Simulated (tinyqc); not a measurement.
# One-dimensional ballistic tunnel FET, two-band WKB: effect of the screening length

A p-type source for x < 0 with its Fermi level at 0 and its valence edge at ds; in the channel the bands fall as D exp(-x/lam) towards their flat values, with the conduction edge at Ec = ds - dP and D = dP + Eg. The gate moves dP one to one. The drain Fermi level lies at -Vd and the drain side reflects nothing. For w = E - Ec between 0 and dP an electron crosses the gap. Two-band dispersion with equal masses m: inside the gap kappa = sqrt(m u (1 - u/Eg)/C), u the distance from a band edge, C = hbar^2/(2 m0).

S(w) = 2 lam int_0^Eg kappa(u) du/(w + Eg - u) = 2 pi lam sqrt(m/(C Eg)) [w + Eg/2 - sqrt(w (w + Eg))], T(w) = exp(-S). I = g (2 q^2/h) int_0^dP T(w) [f(E) - f(E + Vd)] dw, E = ds - dP + w, f(x) = 1/(1 + exp(x/Vt)). Swing = d(dP)/d(log10 I).

Values chosen for this exercise; band and dielectric values those of a made-up semiconductor: temperature T = 77 K; band gap Eg = 0.333 eV; band-edge mass of the two-band model m = 0.029 m0; source valence edge above the source Fermi level ds = 0.07 eV; drain bias Vd = 0.5 V; number of degenerate subbands (spin apart) g = 2; tunnelling window Ev(source) - Ec(channel) dP = 0.12 eV.

Constants: q = 1.602176634e-19 C, kB = 1.380649e-23 J/K, hbar = 1.054571817e-34 J s, h = 6.62607015e-34 J s, m0 = 9.1093837015e-31 kg, Vt = kB T/q, hbar^2/(2 m0) = 0.0380998212 eV nm^2. Results are converted to the units shown.

Result of one run:

| lam (nm) | T(w = dP) | I (uA) | swing (mV/decade) |
|---|---|---|---|
| 7.4 | 0.02352 | 0.01289 | 43.83 |

What becomes of these results when the screening length of the source junction lam is changed from 7.4 to 4.9 nm, all else the same?

Result of the changed run:

| lam (nm) | T(w = dP) | I (uA) | swing (mV/decade) |
|---|---|---|---|
| 4.9 | 0.08348 | 0.09950 | 55.28 |

The whole series:

| lam (nm) | T(w = dP) | I (uA) | swing (mV/decade) |
|---|---|---|---|
| 1 | 0.6024 | 3.024 | 94.92 |
| 2.3 | 0.3117 | 0.9314 | 76.72 |
| 3.6 | 0.1613 | 0.2993 | 64.23 |
| 4.9 | 0.08348 | 0.09950 | 55.28 |
| 6.1 | 0.04544 | 0.03691 | 49.06 |
| 7.4 | 0.02352 | 0.01289 | 43.83 |
| 8.7 | 0.01217 | 0.004592 | 39.71 |
| 10 | 0.006297 | 0.001664 | 36.38 |

I falls from 3.02 to 0.00166 uA, on average 0.362 decades a nanometre; S is proportional to lam, and at w = dP it gives 0.220. The swing falls from 94.9 to 36.4 mV/decade. In 3 of the 8 rows S at w = dP is below 2, where a WKB prefactor of 1 is a rough guess.

Computed by the program tinyqc: `OMP_NUM_THREADS=1 python tinyqc.py 2620076 2620077 out.jsonl`, one thread of a shared Intel Xeon 2.30GHz, about 0.01 s for the whole run.
